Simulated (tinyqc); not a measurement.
Hall effect and magnetoresistance of several carrier groups with constant relaxation times. Changing the density n2. Computed by tinyqc, a small Python program. Command: `OMP_NUM_THREADS=1 python tinyqc.py 3009795 3009796 out.jsonl hall2 sweep`. One thread of a shared host (Intel(R) Xeon(R) Processor @ 2.30GHz), about 0.01 s of CPU time with the checks.

Group 1 has charge -e and group 2 charge +e; s_i is that sign. B lies along z; mu B is formed with mu in m^2/(V s).

Inputs (values chosen for the exercise, for a model conductor):
```
quantity            value        unit
density n1        6.2e+15      1/cm^3
mobility mu1       100000  cm^2/(V s)
mobility mu2        26000  cm^2/(V s)
magnetic field B      6.2           T
```

Carriers: electrons and holes. Densities: per volume.

Constants: e = 1.602176634e-19 C.

Method:
- sigma_xx = sum n_i e mu_i/(1 + mu_i^2 B^2); sigma_xy = sum s_i n_i e mu_i^2 B/(1 + mu_i^2 B^2).
- rho_xx = sigma_xx/(sigma_xx^2 + sigma_xy^2); Hall coefficient R_H = sigma_xy/(B (sigma_xx^2 + sigma_xy^2)), with B in V s/cm^2 (1 T = 1e-4 V s/cm^2); magnetoresistance MR = rho_xx(B)/rho_xx(0) - 1. Apparent density 1/(e |R_H|); Hall mobility |R_H|/rho_xx.
- Weak field: R_H(0) = sum s_i n_i mu_i^2/(e (sum n_i mu_i)^2); MR = c B^2 with c = n1 n2 mu1 mu2 (s1 mu1 - s2 mu2)^2/(n1 mu1 + n2 mu2)^2. Strong field: R_H = 1/(e sum s_i n_i); rho_xx saturates at (n1/mu1 + n2/mu2)/(e (sum s_i n_i)^2).

One run for each value; columns: (1) density n2 (1/cm^3); (2) Hall coefficient R_H (cm^3/C); (3) R_H at weak field (cm^3/C); (4) magnetoresistance MR (%); (5) rho_xx (ohm cm):
```
(1)           (2)      (3)     (4)      (5)
1.90e+14  -1038.3  -988.79    19.8  0.01197
4.00e+14  -1075.6  -969.51    44.8  0.01434
8.60e+14  -1167.5  -929.04   113.5  0.02075
1.90e+15  -1445.9  -845.70   385.4  0.04526
4.00e+15  -2751.8  -706.05  3003.6  0.26756
8.60e+15   2460.2  -492.77  5395.9  0.40662
1.80e+16    526.4  -262.75   487.8  0.03372
4.00e+16    184.4   -79.19   132.4  0.00874
8.50e+16     79.2    -3.54    51.8  0.00335
1.80e+17     35.9    13.26    22.6  0.00144
```

What does the table show, and why?

Over the rows, Hall coefficient R_H (cm^3/C) lies between -2750 and 2460 without a single trend; R_H at weak field (cm^3/C) rises from -989 to 13.3; magnetoresistance MR (%) goes from 19.8 through a maximum among these rows, 5400 at 8.60e15, to 22.6. The weak-field R_H vanishes at n2 = n1 (mu1/mu2)^2 = 9.17e16, above n1, since each group counts with mu^2; at the given field the sign changes between 4.00e15 and 8.60e15.

Caution (all rows): mu B is well above 1, where Landau quantisation, left out here, shows at low temperature.

Extremes, crossings and ranges named in words are read from the listed rows.
